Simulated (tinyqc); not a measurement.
RKS/PBE in the sto-3g basis, for H4, spin multiplicity 1, step by step. One step of it, computed by the program tinyqc.

Question. Iteration 2 (converged): orbitals. Diagonalise F' = X^T F X, C = X C', fill 2 alpha and 2 beta electrons from the bottom; D = 2 C_occ C_occ^T. Each column has its largest component positive (the first on a tie).

Kohn-Sham matrix F (hartree), order 1H 1s, 2H 1s, 3H 1s, 4H 1s:
```
[[-0.230260, -0.335645, -0.248945, -0.196575],
 [-0.335645, -0.230260, -0.196575, -0.248945],
 [-0.248945, -0.196575, -0.230260, -0.335645],
 [-0.196575, -0.248945, -0.335645, -0.230260]]
```

X, order 1H 1s, 2H 1s, 3H 1s, 4H 1s:
```
[[1.218564, -0.362003, -0.211552, 0.025708],
 [-0.362003, 1.218564, 0.025708, -0.211552],
 [-0.211552, 0.025708, 1.218564, -0.362003],
 [0.025708, -0.211552, -0.362003, 1.218564]]
```

Give: F' = X^T F X; orbital energies; coefficients C; D after iteration 2.

Answer.

F' = X^T F X (hartree):
```
[[0.008, -0.301, -0.187, 0.025],
 [-0.301, 0.008, 0.025, -0.187],
 [-0.187, 0.025, 0.008, -0.301],
 [0.025, -0.187, -0.301, 0.008]]
```

orbital energies (hartree): [-0.455, -0.131, 0.096, 0.521]

coefficients C, order 1H 1s, 2H 1s, 3H 1s, 4H 1s:
```
[[0.335, 0.521, 0.672, 0.909],
 [0.335, 0.521, -0.672, -0.909],
 [0.335, -0.521, 0.672, -0.909],
 [0.335, -0.521, -0.672, 0.909]]
```

D after iteration 2, order 1H 1s, 2H 1s, 3H 1s, 4H 1s:
```
[[0.768, 0.768, -0.318, -0.318],
 [0.768, 0.768, -0.318, -0.318],
 [-0.318, -0.318, 0.768, 0.768],
 [-0.318, -0.318, 0.768, 0.768]]
```
